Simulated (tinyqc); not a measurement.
Comparisons within one model: finite square well with mass mismatch (envelope functions). A value that a table varies takes the place of the one given here.

A square well of width L and depth V0, mass mw inside and mb outside, energies from the bottom of the well, c = hbar^2/2m0. k = sqrt(mw E/c), kappa = sqrt(mb (V0 - E)/c). psi and psi'/m are continuous at the walls (BenDaniel-Duke), so level n solves k L + 2 atan[(k/mw)/(kappa/mb)] = n pi.

Non-parabolic bands: mw is replaced by mw (1 + alpha_w E) and mb by mb (1 - alpha_b (V0 - E)), in k, kappa and the matching condition alike.

Constants: hbar^2/2m0 = 3.80998211 eV angstrom^2.

Parameters, chosen for this exercise (near those of a GaAs well in AlGaAs; the results hold for these values, not for the real material): V0 = 0.292 eV (barrier height); mw = 0.0681 m0 (mass in the well); mb = 0.0969 m0 (mass in the barrier); Ls = (22, 27, 34, 42, 53, 66, 83) angstrom (widths); L = 150 angstrom (well width); alpha_w = 0.53 1/eV (non-parabolicity in the well); alpha_b = 0.53 1/eV (non-parabolicity in the barrier).

## Width of the well

Levels against L, beside the infinite well E1(hard) = c (pi/L)^2/mw; Pb is the probability of level 1 in the barriers; a dash marks an unbound level.

Levels:
```
L (angstrom)  bound levels  E1 (eV)  E2 (eV)  E1(hard) (eV)     Pb
22                       1   0.1722        -         1.1409  0.385
27                       1   0.1474        -         0.7574  0.297
34                       1   0.1200        -         0.4777  0.213
42                       1   0.0966        -         0.3130  0.151
53                       2   0.0740   0.2660         0.1966  0.100
66                       2   0.0560   0.2138         0.1268  0.065
83                       2   0.0409   0.1602         0.0802  0.040
```

What can be read from the table?

The infinite well overestimates E1 by a factor 6.63 at 22 angstrom and 1.96 at 83 angstrom. The local exponent d ln E1/d ln L goes from -0.76 (first two rows) to -1.37 (last two), towards the -2 of hard walls, as Pb falls from 0.385 to 0.040. E2 - E1 is largest at 53 angstrom of the widths listed.

## Levels of description

The same well five ways. mb = mw: the barrier takes the mass of the well. psi' continuous: kappa holds mb but the condition drops the masses, k L + 2 atan(k/kappa) = n pi. The last column is measured against BenDaniel-Duke.

Levels (eV):
```
model                E1      E2      E3  E1 - E1(BDD) (meV)
infinite walls   0.0245  0.0982  0.2209                 8.1
mb = mw          0.0174  0.0690  0.1518                 1.0
BenDaniel-Duke   0.0165  0.0657  0.1465                 0.0
psi' continuous  0.0183  0.0722  0.1573                 1.8
non-parabolic    0.0168  0.0654  0.1405                 0.3
```

How do the results move?

Hard walls put E1 8.1 meV too high. Ignoring the mass step moves it by +1.0 meV and the wrong matching by +1.8 meV: with mb/mw = 1.42, continuity of psi'/m lets the slope outside be 1.42 times the slope inside, which acts like a softer wall. Non-parabolicity shifts E1 by +0.3 meV, the balance of a heavier mass in the well, which lowers it, and a lighter mass deep in the barrier, which hardens the wall. Among the finite wells the largest departure in E1 is that of the model 'psi' continuous'.

## What each parameter does

Parabolic bands. Pb is the probability of level 1 in the barriers, (A^2/kappa)/(A^2/kappa + L/2 + sin(kL)/(2k)) with A = cos(kL/2). Each row changes one parameter from the base and keeps the others.

Results:
```
case              E1 (eV)  bound levels      Pb  V0 - E1 (eV)
base               0.0165             4  0.0102        0.2755
L = 135 angstrom   0.0195             4  0.0132        0.2725
V0 = 0.248 eV      0.0160             4  0.0125        0.2320
mw = 0.0749 m0     0.0155             4  0.0089        0.2765
mb = 0.0775 m0     0.0171             4  0.0098        0.2749
```

How do the results move?

The largest shifts from the base row, up to three for each result and ties (the steps differ in size, so this ranks the rows, not the parameters). E1 (eV): L +0.0031, mw -0.0010, mb +0.0006. bound levels: unchanged at the printed digits by L, V0, mw and mb. Pb: L +0.0030, V0 +0.0023, mw -0.0013. V0 - E1 (eV): V0 -0.0435, L -0.0031, mw +0.0010.

Computed by tinyqc, a small Python program: `OMP_NUM_THREADS=1 python tinyqc.py 1281205 1281206 out.jsonl` (the numbers bound the seed that draws the inputs); one thread of a shared host (Intel(R) Xeon(R) Processor @ 2.30GHz), about 0.01 s for the whole set of steps.
